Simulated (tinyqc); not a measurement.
# Weibull slope from two areas

Inverse problem. Oxide breakdown times follow a Weibull law, F = 1 - exp(-(t/t63)^beta). For defects spread at random t63 goes as A^(-1/beta). Find beta and the time at which the share Fp of the area-A2 devices has failed, t63(A2) (-ln(1 - Fp))^(1/beta).

Parameters, values chosen for the exercise:
- A1 = 410 um^2 (area of a test capacitor)
- A2 = 1.5e6 um^2 (gate area of the product)
- Fp = 1e-6 (allowed share of failed products)

t63 at the areas A1 and A2 (s): [1600, 6.7387868]

Solution. beta = ln(A2/A1)/ln(t63(A1)/t63(A2)).

beta = 1.500
time to Fp = 6.739e-4 s

Program tinyqc, `OMP_NUM_THREADS=1 python tinyqc.py 2070039 2070040 out.jsonl`; Intel Xeon 2.30GHz, shared host, one thread, about 0.01 s.
